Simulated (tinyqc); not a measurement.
# Electron mobility of a polar semiconductor by Rode's iterative solution of the Boltzmann equation, step by step

A worked calculation. Computed by tinyqc, a small Python program that keeps every step. Command: `OMP_NUM_THREADS=1 python tinyqc.py 3028228 3028229 out.jsonl rode walk`. One thread of a shared host (Intel(R) Xeon(R) Processor @ 2.30GHz), about 0.01 s of CPU time with the checks. Intermediate numbers are printed to about 5 digits and carried at full precision; extremes and crossings named in words are read from the listed rows.

The distribution is f(E) + e F l(E) (-df/dE) cos(theta) for a weak field F, theta counted from the force; l(E) is a mean free path. Elastic processes enter by their momentum rate, polar optical phonons by out- and in-scattering terms. One valley only: where upper valleys lie close, measured mobilities are lower. The density n is prescribed, even where a narrow-gap material would have more intrinsic carriers.

Inputs (values chosen for the exercise, modelled on GaSb):
```
quantity,value,unit
effective mass m,0.0396,m_0
non-parabolicity alpha,1.2,1/eV
static permittivity eps_s,15.7,-
high-frequency permittivity eps_inf,14.4,-
density rho,5610,kg/m^3
sound velocity v_l,4310,m/s
acoustic deformation potential D_A,6.8,eV
optical phonon energy hbar w,29.9,meV
electron density n,6.9e+17,1/cm^3
compensation ratio C,0,-
temperature T,300,K
grid points per phonon energy s,10,-
iteration cap,200,-
```

Band: Kane. Elastic processes: acoustic, impurity.

Constants: k_B = 8.617333262e-05 eV/K; m_0 = 9.1093837015e-31 kg; e = 1.602176634e-19 C; hbar = 1.054571817e-34 J s; eps_0 = 8.8541878128e-12 F/m; k_B = 1.380649e-23 J/K; hbar = 6.582119569e-16 eV s.

## Fermi level and screening

Kane band: hbar^2 k^2/(2 m) = E (1 + alpha E), speed v = hbar k/(m (1 + 2 alpha E)), states per spin, volume and energy g(E) = m k (1 + 2 alpha E)/(2 pi^2 hbar^2); overlap factors are set to 1. Masses are multiplied by m_0 and all formulas are in SI units. The reduced Fermi level eta = E_F/(k_B T) solves n = 2 Z int g f dE with f = 1/(1 + exp(x - eta)) (Z = 1 unless valleys are given); screening length L_s = sqrt(eps_s eps_0 k_B T/(e^2 dn/deta)), dn/deta = 2 Z int g f (1 - f) dE. Integrals over x = E/(k_B T) use 160 Gauss-Legendre points in u = sqrt(x) from 0 to sqrt(max(eta, 0) + 32). N_I = n (1 + C)/(1 - C).

reduced Fermi level eta = 2.0899

screening length L_s = 7.8107 nm

ionised impurity density N_I = 6.90e+17 1/cm^3

Caution: the gas is degenerate, and screening of the polar coupling, left out here, would raise the mobility.

## Rates on one ladder of the grid

Phonon occupation N_q = 1/(exp(hbar w/(k_B T)) - 1). Acoustic deformation potential (elastic, equipartition, absorption and emission together): 1/tau = 2 pi k_B T D_A^2 g(E)/(hbar rho v_l^2). Singly charged impurities, momentum relaxation: 1/tau = N_I e^4 m (1 + 2 alpha E) Phi/(8 pi (eps_s eps_0)^2 hbar^3 k^3), with alpha = 0 for a parabolic band. Brooks-Herring: Phi = ln(1 + b) - b/(1 + b), b = 4 k^2 L_s^2. Polar optical, unscreened: W = e^2 w (1/eps_inf - 1/eps_s) m (1 + 2 alpha E') ln|(k + k')/(k - k')| / (4 pi eps_0 hbar^2 k), times N_q for absorption (E' = E + hbar w) and N_q + 1 for emission (E' = E - hbar w > 0), with alpha = 0 for a parabolic band; mean cosine of the angle <cos> = (k^2 + k'^2)/(2 k k') - 1/ln|(k + k')/(k - k')|. Energy grid E_j = (j + 1/2) hbar w/s, j = 0, 1, ..., up to (max(eta, 0) + 18) k_B T, so that E_j +/- hbar w are grid points; l = 0 beyond the grid; integrals are sums times the spacing. With f' = f(E'): out-scattering S_o = sum over absorption and emission of W (1 - f')/(1 - f); nu = sum of elastic rates; the in-scattering weights are c+ = W_abs <cos> (1 - f')/(1 - f) for E' = E + hbar w and c- likewise for emission.

Points j = s/2, s/2 + s, ... (the first seven rungs, or as many as the grid holds), rates in 1e12/s:
```
E (meV),v (m/s),nu,S_o,c+,c-
16.445,3.7130e+05,11.109,2.2792,0.91468,0.0000
46.345,5.9324e+05,4.777,2.3541,0.85049,0.3145
76.245,7.2680e+05,3.028,2.4782,0.69299,0.7168
106.145,8.2169e+05,2.245,2.8062,0.61970,1.0978
136.045,8.9381e+05,1.818,3.0699,0.59791,1.3698
165.945,9.5083e+05,1.561,3.1982,0.59551,1.5207
195.845,9.9711e+05,1.398,3.2538,0.59920,1.6043
```

Points one phonon energy apart are coupled only to each other, so the grid falls into s independent ladders.

## The first two iterations on one ladder of the grid

Iteration: l_new(E) = [v(E) + c+ l(E + hbar w) + c- l(E - hbar w)]/(nu + S_o), from l = 0.

l after iteration 1 (nm): [27.73, 83.19, 132.00, 162.68, 182.86, 199.79, 214.36]

l after iteration 2 (all rungs but the last shown) (nm): [33.42, 100.15, 163.31, 213.80, 252.89, 285.04]

In-scattering lengthens l on the lowest rung by 20.5 % and on the second by 20.4 % in this step.

## The whole iteration

mu = e sum g v l f (1 - f) / (3 k_B T sum g f) over the grid; stop when mu changes by less than 1e-8 of itself.

Course of the iteration:
```
iteration,mu (cm^2/(V s)),relative change
1,6576.5,1.0000e+00
2,8549.0,2.3072e-01
3,9181.0,6.8840e-02
4,9393.0,2.2572e-02
5,9466.7,7.7865e-03
6,9493.1,2.7777e-03
7,9502.8,1.0166e-03
...,...,...
14,9508.6,1.4105e-06
15,9508.6,5.7666e-07
16,9508.6,2.3772e-07
17,9508.6,9.8742e-08
18,9508.6,4.1301e-08
19,9508.6,1.7385e-08
20,9508.6,7.3614e-09
```

mobility mu = 9508.6 cm^2/(V s)

iterations = 20

Converged in 20 iterations; mu rises at every step, from 6577 to 9509, since each step returns more of the forward-scattered current.

## Approximations against the iterative solution

Self-energy RTA: l = v/(nu + S_o), the first iteration. Momentum RTA: l = v/(nu + S_o - c+ v(E + hbar w)/v - c- v(E - hbar w)/v), listed only where the denominator is positive on the whole grid. The polar-only value solves the same system with nu = 0; the elastic value takes l = v/nu.

Mobilities:
```
method,mu (cm^2/(V s)),deviation (%)
iterative solution,9509,0.00
self-energy RTA,6577,-30.84
momentum RTA,9582,0.78
"polar phonons alone, exact",32255,239.22
elastic processes alone,14337,50.78
Matthiessen's rule on the last two,9926,4.38
```

self-energy RTA mobility = 6576.5 cm^2/(V s)

polar-phonon mobility = 32255 cm^2/(V s)

elastic mobility = 14337 cm^2/(V s)

error of the self-energy RTA = -30.836 %

The self-energy RTA is 30.8 % low: it counts every polar event as a full loss of current, though forward events keep part of it. Here hbar w/k_B T = 1.16. Matthiessen's rule is 4.4 % high. The momentum RTA deviates by +0.8 %.

Checks made by the program: iterated mobility against a direct solution of the banded linear system (relative difference 5e-09).
